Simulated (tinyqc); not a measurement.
Inside a calculation. Model: AlGaN/GaN HEMT with access regions, lumped model.

Computed by the program tinyqc: `OMP_NUM_THREADS=1 python tinyqc.py 2570053 2570054 out.jsonl`, one thread of a shared Intel Xeon 2.30GHz, about 0.01 s for the whole run. Printed values are rounded.

A polarisation-induced electron sheet under a Schottky gate, in series with two ungated access regions and contacts. Drift law v = mu E/(1 + mu E/vs) under the gate. Currents in mA/mm, resistances in ohm mm. No self-heating, no channel-length modulation; fits for polarisation, barrier and offset are chosen for the exercise.

Parameters, values chosen for the exercise; values close to those of AlGaN/GaN structures:
- x = 0.17 (aluminium share of the barrier)
- d = 18 nm (barrier thickness)
- eps_r = 9.5 (relative permittivity of barrier and channel)
- mu = 1900 cm^2/(V s) (channel mobility)
- vs = 1.2e7 cm/s (saturation velocity)
- Lg = 1.5 um (gate length)
- Ls = 1.5 um (source access length)
- Ld = 8 um (drain access length)
- Rc = 0.36 ohm mm (resistance of each contact)
- ft = 0 (share of the drain-access electrons removed by traps)
- Vg = -1 V (gate voltage)
- Vd = 6 V (drain voltage)
- Ec = 3.2 MV/cm (critical field)
- te = 0.15 um (depth over which the depleted charge spreads)
- tf = 500 nm (insulator under the field plate)
- ei = 7 (relative permittivity of that insulator)

Constants: q = 1.602176634e-19 C, eps0 = 8.8541878128e-14 F/cm where lengths are in cm. Results are converted to the units shown.

## Polarisation charge, threshold and sheet resistance

sigma = (5e13 x + 1.6e13 x^2) cm^-2, phiB = 0.84 + 1.3 x, dEc = 0.7 (1.71 x + x^2) in volts, Cb = eps0 eps_r/d, VT = phiB - dEc - q sigma/Cb, access density n0 = -Cb VT/q. Rsh = 1/(q mu n0); largest access current q n0 vs.

sigma = 8.96240e12 cm^-2
Cb = 0.467304 uF/cm^2
VT = -2.23552 V
n0 = 6.52032e12 cm^-2
Rsh = 503.810 ohm
q n0 vs = 1253.60 mA/mm

## Iteration 1: drain current

I at the start = 130 mA/mm

Access resistance R(L, n) = L/(q mu n sqrt(1 - (I/(q n vs))^2)); Rs = Rc + R(Ls, n0), Rd = Rc + R(Ld, (1 - ft) n0). Vg' = Vg - I Rs, Vd' = Vd - I (Rs + Rd); with u = Vg' - VT, Vc = vs Lg/mu and w the smaller of Vd' and Vc [sqrt(1 + 2 u/Vc) - 1] (0 if negative), the channel gives (mu Cb/Lg)(u w - w^2/2)/(1 + w/Vc). I(new) is that channel current.

Rs = 1.11981 ohm mm
Rd = 4.41233 ohm mm
Vg' = -1.14558 V
Vd' = 5.28082 V
channel current = 177.244 mA/mm
I after iteration 1 = 177.244 mA/mm

## Iteration 2: drain current

As before.

Rs = 1.12338 ohm mm
Rd = 4.43138 ohm mm
Vg' = -1.19911 V
Vd' = 5.01545 V
channel current = 163.890 mA/mm
I after iteration 2 = 163.890 mA/mm

## Course of the iteration: drain current

Stop when I changes by less than 1e-6 mA/mm, or after 60 iterations. I must stay below q (1 - ft) n0 vs.

Course of the iteration:
```
iteration  I (mA/mm)  |change| (mA/mm)
1            177.244              47.2
2            163.890              13.4
3            167.648              3.76
4            166.589              1.06
5            166.888             0.298
6            166.804            0.0840
7            166.827            0.0237
8            166.821           6.67e-3
9            166.823           1.88e-3
10           166.822           5.29e-4
11           166.822           1.49e-4
12           166.822           4.20e-5
13           166.822           1.18e-5
14           166.822           3.33e-6
15           166.822           9.39e-7
```

Converged in 15 iterations. At the end each change is about 0.28 times the one before, with alternating sign: linear convergence. Of Vd, 84.6 % reaches the channel; the access current is 13 % of its limit.

## On-resistance and breakdown

sigma = (5e13 x + 1.6e13 x^2) cm^-2, phiB = 0.84 + 1.3 x, dEc = 0.7 (1.71 x + x^2) in volts, Cb = eps0 eps_r/d, VT = phiB - dEc - q sigma/Cb, access density n0 = -Cb VT/q. Ron = 2 Rc + Ls/(q mu n0) + Ld/(q mu (1 - ft) n0) + Lg/(mu Cb (Vg - VT)). Off state: a depleted stretch that holds the voltage V has the peak field sqrt(k V), k = 2 q n0/(eps0 eps_r te), so one edge holds V1 = Ec^2/k. The sheet under the plate pinches off at Vf = q n0 (1/Cb + tf/(eps0 ei)); beyond it the gate edge is screened. BV = V1 if Vf >= V1, else Vf + V1, and at most Ec Ld. Specific resistance Ron (Ls + Lg + Ld); figure of merit BV^2 over it.

Ron = 6.87357 ohm mm
Vf = 86.5112 V
V1 = 61.8378 V
BV = 61.8378 V
specific resistance = 0.756093 mohm cm^2
figure of merit = 5.05747 MW/cm^2

The plate pinches off too late to screen the gate edge, so it adds nothing.
